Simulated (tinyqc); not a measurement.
# Ballistic Schottky-barrier transistor with a two-dimensional channel, WKB contacts: several studies

Source Fermi level 0, drain Fermi level -Vd. Far from the contacts Ec = pn - psi, and the gate moves psi one to one; the band edges relax as exp(-x/lam) from pn at the source and pn - Vd at the drain; Ev = Ec - Eg. A carrier of energy w inside the channel band meets at a contact a barrier of height D (the contact edge beyond the channel edge): T = 1 for w >= D, else exp(-S), S = 4 lam sqrt(m/C) [sqrt(D - w) - sqrt(w) arctan sqrt((D - w)/w)], C = hbar^2/(2 m0). The two contacts combine as Ts Td/(Ts + Td - Ts Td).

Inputs (values chosen for the exercise); channel values close to those of an ultrathin silicon body with silicide contacts:

| symbol | value | unit | meaning |
|---|---|---|---|
| T | 300 | K | temperature |
| Eg | 1.12 | eV | band gap |
| pn | 0.66 | eV | barrier for electrons at both contacts |
| mn | 0.2 | m0 | electron mass |
| mp | 0.25 | m0 | hole mass |
| g | 2 |  | valleys or subbands |
| lam | 4.7 | nm | screening length at the contacts |
| Vd | 0.5 | V | drain bias |
| ps | -0.2 | V | band shift psi of the channel by the gate |

Constants: q = 1.602176634e-19 C, kB = 1.380649e-23 J/K, hbar = 1.054571817e-34 J s, h = 6.62607015e-34 J s, m0 = 9.1093837015e-31 kg, Vt = kB T/q, hbar^2/(2 m0) = 0.0380998212 eV nm^2. Results are converted to the units shown.

Each table varies one quantity; the others keep the values above.

## Effect of the drain bias on the off state

I/W = g (2 q^2/h) int T(w) [N(Es + w) - N(Ed + w)] dw with w the energy of motion along the channel, N(y) = (1/2 pi) sqrt(pi m kB T/C) Fm(-y/kB T), Fm(x) = (1/sqrt(pi)) int_0^infinity u^(-1/2)/(1 + exp(u - x)) du. Electrons: Ds = psi, Dd = psi - Vd, Es = Ec, Ed = Ec + Vd. Holes: Ds = -psi, Dd = Vd - psi, Es = -Ev, Ed = -Ev - Vd. The size of each current is taken; both flow from drain to source and add. The integrals are converged. For each Vd, psi is set to the minimum of I.

Effect of the drain bias on the off state:
```
Vd (V)  psi at the minimum (V)  smallest I (uA/um)
0.05                     0.213             5.73e-8
0.21                     0.326             3.60e-7
0.37                     0.438             2.10e-6
0.53                     0.549             1.36e-5
0.68                     0.586             4.71e-5
0.84                     0.648             1.43e-4
1                        0.714             4.67e-4
```

The smallest current rises from 5.73e-8 to 4.67e-4 uA/um, 3.21 decades a volt between the last two rows, and the minimum moves by 0.53 V a volt over the table: a larger Vd lets holes enter from the drain while electrons still enter from the source.

## Effect of the screening length

Same model as above.

Effect of the screening length:
```
lam (nm)  current of the holes (uA/um)  share over the barriers (%)  |d psi/d log10| of this current (mV/decade)
0.5                               1344                     6.482e-7                                        328.9
1.6                              52.66                     1.655e-5                                        220.2
2.6                              5.099                     1.709e-4                                        180.8
3.7                             0.5997                     0.001453                                        164.2
4.8                             0.1027                     0.008485                                        163.9
5.9                            0.02472                      0.03524                                        175.8
6.9                           0.008785                      0.09919                                        194.7
8                             0.003559                       0.2448                                        222.1
```

The current falls from 1340 to 0.00356 uA/um, while the share over the barriers rises from 6.48e-7 to 0.245 %: the thermionic part does not depend on lam, and a thinner barrier adds tunnelling. The swing goes from 329 through a minimum of 164 (at lam = 4.8 nm among the rows listed) to 222 mV/decade.

## Ambipolar transfer curve

Same model as above.

Swing = d(psi)/d(log10 I).

Ambipolar transfer curve:
```
ps (V)  electrons (uA/um)  holes (uA/um)  I (uA/um)  swing (mV/decade)
-0.37           2.071e-15         0.9510     0.9510             -221.5
-0.26           1.459e-13         0.2663     0.2663             -180.0
-0.15           1.028e-11        0.05738    0.05738             -153.8
-0.05           4.920e-10        0.01228    0.01228             -147.9
0.06             8.203e-9       0.002308   0.002308             -157.0
0.17             3.146e-8       4.939e-4   4.940e-4             -172.5
0.27             1.180e-7       1.383e-4   1.384e-4             -190.2
0.38             5.898e-7       3.874e-5   3.933e-5             -214.4
0.49             3.448e-6       1.061e-5   1.406e-5             -298.9
0.6              2.316e-5       1.821e-7   2.335e-5              132.0
0.7              1.451e-4       3.805e-9   1.451e-4              122.9
0.81             0.001152      5.401e-11   0.001152              123.8
```

I goes from 0.951 through a minimum of 1.41e-5 (at ps = 0.49 V among the rows listed) to 0.00115 uA/um; the exact minimum lies at psi = 0.528 V. Holes carry the left branch and electrons the right. The ratio of the last row to the smallest is 82.0 and of the first row 67700, with barriers of 0.66 eV for electrons and 0.460 eV for holes. The steepest swing among the rows is 123 mV/decade, against the thermionic limit 59.5.

Range of the model: No scattering, image-force lowering, channel charge or band-to-band tunnelling; parabolic kappa overstates S deep in the gap.

Numbers from tinyqc (`OMP_NUM_THREADS=1 python tinyqc.py 2390057 2390058 out.jsonl`; about 0.6 s on one thread of a shared Intel Xeon 2.30GHz).
